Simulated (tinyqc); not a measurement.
Inside a calculation. Method: tight binding, dimerised chain. Computed by tinyqc, a small Python program that keeps every step. Settings: t1 = 1.53, t2 = 0.95, delta = 0.49, points = 12, cells = 5. Command: `OMP_NUM_THREADS=1 python tinyqc.py 26718 26719 out.jsonl` (the two numbers bound the seeds that draw the settings). One thread of a shared host (Intel(R) Xeon(R) Processor @ 2.60GHz), about 0.01 s of CPU time with the checks.

## Bloch Hamiltonian at k

Parameters chosen for this model:
```
parameter     value                      unit
t1         1.530000       eV, inside the cell
t2         0.950000         eV, between cells
delta      0.490000  eV, +/- on the two sites
```

k point k (2 pi / a): 0.490000

H_AA = +delta, H_BB = -delta, H_AB = -t1 - t2 exp(-i k a).

H(k) at k (eV):
```
                     A                    B
A             0.490000  -0.581875+0.059651i
B  -0.581875-0.059651i            -0.490000
```

## Levels at k

Diagonalise the Hermitian matrix.

eigenvalues (eV): -0.763044  0.763044

weights |c|^2 of the basis functions:
```
     band 1    band 2
A  0.178918  0.821082
B  0.821082  0.178918
```

## Bloch Hamiltonian at X

k point X (2 pi / a): 0.500000

As before.

H(k) at X (eV):
```
           A          B
A   0.490000  -0.580000
B  -0.580000  -0.490000
```

## Levels at X

As before.

eigenvalues (eV): -0.759276  0.759276

weights |c|^2 of the basis functions:
```
     band 1    band 2
A  0.177324  0.822676
B  0.822676  0.177324
```

## Bands along a path

The same steps at evenly spaced points between the labelled ones.

Bands along the path (eV):
```
k            band 1    band 2
G         -2.527944  2.527944
G-X 0.33  -2.221936  2.221936
G-X 0.67  -1.424781  1.424781
X         -0.759276  0.759276
```

With 1 band(s) filled, the highest filled level on these points lies at X and the lowest empty one at X: a gap of 1.5186 eV, direct.

## Berry (Zak) phase of the lower band

On 12 points k_j = j/N: phase = -Im ln of the product of <u_j|u_(j+1)>, closed with u_N = u_0 (the cell-periodic part is taken without the site positions). Single arguments depend on the phases chosen for the u_j; only their sum modulo 2 pi does not.

Overlaps:
```
j   |<u_j|u_j+1>|  argument (rad)
0        0.995231       -0.079929
1        0.995628       -0.075031
2        0.996515       -0.063003
3        0.997798       -0.037118
4        0.995840        0.020408
5        0.967331        0.121827
6        0.967331        0.121827
7        0.995840        0.020408
8        0.997798       -0.037118
9        0.996515       -0.063003
10       0.995628       -0.075031
11       0.995231       -0.079929
```

phase / pi, folded into (-1, 1] = 0.071839

## Open chain of 5 cells

H of the open chain (eV):
```
            1          2          3          4          5          6          7          8
1    0.490000  -1.530000   0.000000   0.000000   0.000000   0.000000   0.000000   0.000000
2   -1.530000  -0.490000  -0.950000   0.000000   0.000000   0.000000   0.000000   0.000000
3    0.000000  -0.950000   0.490000  -1.530000   0.000000   0.000000   0.000000   0.000000
4    0.000000   0.000000  -1.530000  -0.490000  -0.950000   0.000000   0.000000   0.000000
5    0.000000   0.000000   0.000000  -0.950000   0.490000  -1.530000   0.000000   0.000000
6    0.000000   0.000000   0.000000   0.000000  -1.530000  -0.490000  -0.950000   0.000000
7    0.000000   0.000000   0.000000   0.000000   0.000000  -0.950000   0.490000  -1.530000
8    0.000000   0.000000   0.000000   0.000000   0.000000   0.000000  -1.530000  -0.490000
9    0.000000   0.000000   0.000000   0.000000   0.000000   0.000000   0.000000  -0.950000
10   0.000000   0.000000   0.000000   0.000000   0.000000   0.000000   0.000000   0.000000

            9         10
1    0.000000   0.000000
2    0.000000   0.000000
3    0.000000   0.000000
4    0.000000   0.000000
5    0.000000   0.000000
6    0.000000   0.000000
7    0.000000   0.000000
8   -0.950000   0.000000
9    0.490000  -1.530000
10  -1.530000  -0.490000
```

The same hoppings without the wrap-around bond.

levels (eV): -2.438851  -2.181829  -1.789452  -1.326171  -0.919654  0.919654  1.326171  1.789452  2.181829  2.438851

weights of the highest filled level on the sites: 0.047704  0.040494  0.067989  0.133361  0.064912  0.212971  0.040648  0.223066  0.012342  0.156512

The bulk gap runs from -0.7593 to 0.7593 eV; no level of this chain lies inside it.
